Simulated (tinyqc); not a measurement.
Energy against coordination: Gupta-type many-body potential for a metal. Computed by tinyqc, a small Python program. Command: `OMP_NUM_THREADS=1 python tinyqc.py 3012805 3012806 out.jsonl gupta walk`. One thread of a shared host (Intel(R) Xeon(R) Processor @ 2.30GHz), about 0.01 s of CPU time with the checks.

E_i = sum_j A exp(-p (r_ij/r0 - 1)) - xi rho_i^gamma, with rho_i = sum_j exp(-2 q (r_ij/r0 - 1)); gamma = 1/2 is the tight-binding second-moment form. The crystal is fcc unless stated; d is the neighbour distance and a fixed number of shells is kept.

Inputs (values chosen for the exercise, modelled on lead): repulsion A = 0.101 eV; hopping xi = 0.94 eV; decay p = 9.65; decay q = 3.75; reference distance r0 = 3.501 angstrom; embedding exponent gamma = 0.5.

Method. Nearest neighbours only, z equal bonds relaxed to their best length: r/r0 = 1 + ln[A p z^(1 - gamma)/(2 q gamma xi)]/(p - 2 q gamma), E = z A exp(-p (r/r0 - 1)) - xi [z exp(-2 q (r/r0 - 1))]^gamma.

Relaxed bonds:
```
z   r (angstrom)  E per atom (eV)  E/z (eV)
1         2.7382          -1.3011   -1.3011
2         2.9438          -1.4762   -0.7381
3         3.0641          -1.5894   -0.5298
4         3.1495          -1.6750   -0.4187
6         3.2698          -1.8034   -0.3006
8         3.3551          -1.9005   -0.2376
9         3.3901          -1.9417   -0.2157
12        3.4754          -2.0462   -0.1705
```

What follows from these numbers?

Bonds lengthen from 2.738 to 3.475 angstrom between z = 1 and 12, and |E| grows as z^0.182, the exponent gamma (p - 2q)/(p - 2 q gamma) = 0.182; pair bonds would give z^1 at a fixed length.

Extremes, crossings and ranges named in words are read from the listed rows.
